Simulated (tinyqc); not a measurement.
Tight binding, dimerised chain, step by step. One step of it, computed by the program tinyqc.

Task: Open chain of 4 cells. The same hoppings without the wrap-around bond.

H of the open chain (eV), lower triangle:
```
           1          2          3          4          5          6          7          8
1   0.890000
2  -1.120000  -0.890000
3   0.000000  -1.460000   0.890000
4   0.000000   0.000000  -1.120000  -0.890000
5   0.000000   0.000000   0.000000  -1.460000   0.890000
6   0.000000   0.000000   0.000000   0.000000  -1.120000  -0.890000
7   0.000000   0.000000   0.000000   0.000000   0.000000  -1.460000   0.890000
8   0.000000   0.000000   0.000000   0.000000   0.000000   0.000000  -1.120000  -0.890000
```

Give: levels; weights of the highest filled level on the sites.

Result:

levels (eV): -2.5808  -2.1599  -1.5477  -0.9274  0.9274  1.5477  2.1599  2.5808

weights of the highest filled level on the sites: 0.0112  0.0294  0.0059  0.1212  0.0025  0.2860  0.0006  0.5433

The bulk gap runs from -0.9527 to 0.9527 eV; 2 level(s) of this chain lie inside it: end states, which need the weaker bond inside the cell and a chain longer than their decay length.
